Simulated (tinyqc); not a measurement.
From results to parameters: Morse oscillator. Computed by the program tinyqc.

Problem. A Morse oscillator has levels we (n + 1/2) - wexe (n + 1/2)^2 with wexe = we^2/(4 De) and we = a sqrt(2 De/m) in atomic units (1 hartree = 219474.63 cm^-1 = 27.211386 eV, 1 u = 1822.888 electron masses). Find we, wexe, De and a.

spacings 0-1 and 1-2 (cm^-1): 646.978426  633.551548
reduced mass = 11.450015 u

Solution. The spacings are we - 2 wexe and we - 4 wexe, so their difference is 2 wexe; De = we^2/(4 wexe) and a = sqrt(2 m wexe).

we, wexe (cm^-1): 660.405  6.713
De = 2.014 eV
a = 1.1300 1/bohr
